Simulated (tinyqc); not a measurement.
Double-gate transistor, scale length and short-channel effects: one step of the calculation.

A body of thickness ts between two insulators of thickness ti and two tied gates. Below threshold the potential that source and drain add obeys Laplace's equation and vanishes on the gate. Its lowest mode decays along the channel as exp(-k y); k is the smallest positive root of the matching condition at the interface, and the scale length is Lambda = pi/k.

Question. Scale length against simple estimates. Lambda = pi/k and l = 1/k. A parabolic potential across the structure gives l(parabolic) = sqrt((eps_r/(2 ei)) ts ti (1 + ei ts/(4 eps_r ti))).

Parameters, values chosen for the exercise; permittivities: semiconductor made up, insulator close to that of silicon dioxide: relative permittivity of the semiconductor eps_r = 14.7; relative permittivity of the insulator ei = 4.07; insulator thickness ti = 2.1 nm; body thickness ts = 11.7 nm.

k = 0.13195571 1/nm

Give: Lambda; l; l(parabolic).

Answer.

Lambda = 23.81 nm
l = 7.578 nm
l(parabolic) = 7.841 nm

Computed by the program tinyqc: `OMP_NUM_THREADS=1 python tinyqc.py 2420164 2420165 out.jsonl`, one thread of a shared Intel Xeon 2.30GHz, about 0.01 s for the whole run.
